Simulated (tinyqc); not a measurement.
Free and trapped electrons in a MOS channel with a dense trap tail: two steps of the calculation.

p-type body, charge-sheet picture, full ionisation (an idealisation for deep acceptors), Boltzmann statistics for free electrons. e = Ec - EF at the surface. Acceptor-like traps of density D(E) = D0 + De exp(-E/Ew) at depth E below Ec, from 0 to Eu, hold n_t = integral of D(E)/(1 + exp((e - E)/Vt)). psi = Eg - Vt ln(Nv/Na) - e; N_dep = sqrt(2 eps0 eps_r Na (psi - Vt)/q); n_f = sqrt(N_dep^2 + 2 eps0 eps_r Vt Nc exp(-e/Vt)/q) - N_dep; Vg = Vfb + psi + q (N_dep + n_t + n_f)/Cox, Cox = eps0 eox/tox.

Parameters, values chosen for the exercise; band and dielectric values close to those of 4H silicon carbide:

| symbol | value | unit | meaning |
|---|---|---|---|
| T | 300 | K | temperature |
| Eg | 3.23 | eV | band gap |
| eps_r | 9.68 |  | relative permittivity |
| Nc | 1.71e19 | cm^-3 | conduction-band density of states at T |
| Nv | 2.46e19 | cm^-3 | valence-band density of states at T |
| eox | 3.9 |  | relative permittivity of the insulator |
| tox | 60 | nm | insulator thickness |
| Na | 1.7e16 | cm^-3 | acceptor density |
| Vfb | -2.71 | V | flat-band voltage without trapped charge |
| D0 | 1.5e11 | cm^-2 eV^-1 | constant background density of acceptor-like traps |
| De | 1.2e13 | cm^-2 eV^-1 | density of the tail at the conduction edge |
| Ew | 0.12 | eV | decay energy of the tail |
| Eu | 0.9 | eV | depth below Ec down to which the traps reach |
| mf | 65 | cm^2/(V s) | mobility of free electrons |
| e | 0.061 | eV | Ec - EF at the surface |

Constants: q = 1.602176634e-19 C, kB = 1.380649e-23 J/K, Vt = kB T/q, eps0 = 8.8541878128e-14 F/cm where lengths are in cm. Results are converted to the units shown.

Task 1. Trapped charge. Trapezoid rule on 14 equal steps from 0 to Eu, f = 1/(1 + exp((e - E)/Vt)).

Give: E; D(E) f; n_t.

Result 1.

| point | E (eV) | D(E) f (cm^-2 eV^-1) |
|---|---|---|
| 0 | 0 | 1.049e12 |
| 1 | 0.06429 | 3.814e12 |
| 2 | 0.1286 | 3.969e12 |
| 3 | 0.1929 | 2.540e12 |
| 4 | 0.2571 | 1.557e12 |
| 5 | 0.3214 | 9.739e11 |
| 6 | 0.3857 | 6.322e11 |
| 7 | 0.4500 | 4.322e11 |
| 8 | 0.5143 | 3.152e11 |
| 9 | 0.5786 | 2.467e11 |
| 10 | 0.6429 | 2.066e11 |
| 11 | 0.7071 | 1.831e11 |
| 12 | 0.7714 | 1.694e11 |
| 13 | 0.8357 | 1.613e11 |
| 14 | 0.9000 | 1.566e11 |

n_t = 1.016e12 cm^-2

Task 2. Charges and gate voltage. psi, N_dep, n_f and Vg as defined, with the n_t given; free share n_f/(n_f + n_t); apparent mobility mf n_f/(n_f + n_t); gate voltage spent on traps q n_t/Cox.

n_t = 1.0159588e12 cm^-2

Find: psi; N_dep; n_f; Vg; free share; apparent mobility; gate voltage spent on traps.

Result 2.

psi = 2.9809 V
N_dep = 7.3312e11 cm^-2
n_f = 2.5896e11 cm^-2
Vg = 5.8610 V
free share = 20.312 %
apparent mobility = 13.203 cm^2/(V s)
gate voltage spent on traps = 2.8283 V

Computed by the program tinyqc: `OMP_NUM_THREADS=1 python tinyqc.py 2222135 2222136 out.jsonl`, one thread of a shared Intel Xeon 2.30GHz, about 0.02 s for the whole run.
